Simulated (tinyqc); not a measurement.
Inside a calculation: band edges of strained Si(1-x)Ge(x) on relaxed Si(1-y)Ge(y). Values are carried at full precision from step to step, so a last printed digit may differ when a step is redone from the rounded ones.

Values are linear in the Ge fraction but for ED(x) = linear - CD x (1 - x) and a(x) = linear - Ca x (1 - x). Energies are on the common scale of Ev.

Inputs chosen for the exercise (end members near Si and Ge, in this order; not measured data): a = (5.435, 5.663) angstrom (lattice constant); Dso = (0.044, 0.293) eV (spin-orbit splitting); av = (2.43, 1.22) eV (valence hydrostatic potential); b = (-2.07, -2.57) eV (tetragonal shear potential); d = (-4.77, -5.23) eV (trigonal shear potential); C11 = (165.2, 129.9) GPa; C12 = (63.9, 47.7) GPa; C44 = (80, 66.2) GPa; Ev = (0, 0.62) eV (top of the unstrained valence band); ED = (1.144, 0.941) eV (gap to the Delta valleys); EL = (2.027, 0.732) eV (gap to the L valleys); aD = (1.57, 1.25) eV (hydrostatic potential of the Delta gap); aL = (-3.23, -2.92) eV (hydrostatic potential of the L gap); XuD = (9.46, 9.48) eV (uniaxial potential, Delta); XuL = (15.6, 14.96) eV (uniaxial potential, L); CD = 0.179 eV (bowing of the Delta gap); Ca = 0 angstrom (bowing of the lattice constant); x = 0.57 (Ge fraction of the layer); y = 0.2 (Ge fraction of the relaxed buffer); face = 110 (growth face).

## Values of the layer and the buffer

Interpolate at x and at y.

Interpolated values (a in angstrom, C11, C12, C44 in GPa, all else in eV):
```
symbol     layer    buffer
a         5.5650    5.4806
Dso       0.1859    0.0938
av        1.7403    2.1880
b        -2.3550   -2.1700
d        -5.0322   -4.8620
C11     145.0790  158.1400
C12      54.6660   60.6600
C44      72.1340   77.2400
Ev        0.3534    0.1240
ED        0.9844    1.0748
EL        1.2889    1.7680
aD        1.3876    1.5060
aL       -3.0533   -3.1680
XuD       9.4714    9.4640
XuL      15.2352   15.4720
```

## Strain of the layer on a (110) buffer

Coherent growth on a (110) face: e_par = (a(y) - a(x))/a(x), e_perp = -(C11 + 3 C12 - 2 C44)/(C11 + C12 + 2 C44) e_par; exx = eyy = (e_par + e_perp)/2, ezz = e_par, exy = (e_perp - e_par)/2, eyz = ezx = 0.

Use the elastic constants of the layer.

e_par = -0.015159
e_perp = 0.007262

strain tensor in the cubic axes:
```
           x          y          z
x  -0.003948   0.011211   0.000000
y   0.011211  -0.003948   0.000000
z   0.000000   0.000000  -0.015159
```

The layer is under compression in the plane; its volume changes by -2.306 %.

## Conduction valleys of the layer

A valley with unit axis u lies at Ev + gap + (av + a_valley) tr(e) + Xu (u.e.u - tr(e)/3); the Delta axes are x, y, z and the L axes [111], [1-1-1], [-11-1], [-1-11]. The second-order shift of the Delta valleys under shear is left out; it lowers the pair normal to the sheared plane by tens of meV at a shear of 1 %.

Give the hydrostatic shifts, the uniaxial shifts and the edges.

hydrostatic shifts of Delta and L (eV): -0.0721  0.0303

uniaxial shifts (eV): Delta x 0.0354, Delta y 0.0354, Delta z -0.0708, L [111] 0.1139, L [1-1-1] -0.1139, L [-11-1] -0.1139, L [-1-11] 0.1139

valley edges (eV): Delta x 1.3011, Delta y 1.3011, Delta z 1.1949, L [111] 1.7864, L [1-1-1] 1.5587, L [-11-1] 1.5587, L [-1-11] 1.7864

The lowest set is Delta2 (the digit counts whole valleys) at 1.1949 eV; the Delta valleys spread over 106 meV and the L valleys over 228 meV.

## Valence edges of the layer

Valence edges: Ev plus the levels of the 6 x 6 matrix of X, Y, Z times spin with -Dso/3 + l exx + m (eyy + ezz) on the diagonal (cyclic), n exy off it, l = av + 2 b, m = av - b, n = sqrt(3) d. Spin-orbit term (Dso/3) L.sigma on X, Y, Z with (L_k)_ij = -i epsilon_kij: <X+|H|Y+> = -i Dso/3, <X+|H|Z-> = Dso/3, <Y+|H|Z-> = -i Dso/3, <Z+|H|X-> = -Dso/3, <Z+|H|Y-> = i Dso/3, <X-|H|Y-> = i Dso/3, and their conjugates; + and - are the spin along z.

Give the strain block and the three twofold edges.

strain block (eV), lower triangle:
```
         X        Y       Z
X  -0.0665
Y  -0.0977  -0.0665
Z        0        0  0.0127
```

edges from the top (eV): 0.3762  0.2958  0.0818

The top two edges are split by 80 meV.

## Gap and offsets against the buffer

Buffer: Ev(y) and Ec = Ev(y) + min(ED, EL). dEc = Ec(buffer) - Ec(layer), dEv = Ev(layer) - Ev(buffer); positive values confine the carrier in the layer; type I if both have one sign.

gap of the strained layer = 0.8187 eV
gap of the buffer = 1.0748 eV
dEc = 0.0038 eV
dEv = 0.2522 eV

Type I: electrons collect in the layer (4 meV) and holes in the layer (252 meV). The relaxed layer would have a gap of 0.984 eV, so strain has moved it by -166 meV. An offset this small is within the spread of published parameter sets, so the type is not settled by this model.

## Checks

- Mean of the three Delta edges against the hydrostatic shift alone (eV): both 1.26570.

Program tinyqc; command `OMP_NUM_THREADS=1 python tinyqc.py 1050133 1050134 out.jsonl`; about 0.01 s on one thread of a shared Intel(R) Xeon(R) Processor @ 2.30GHz.
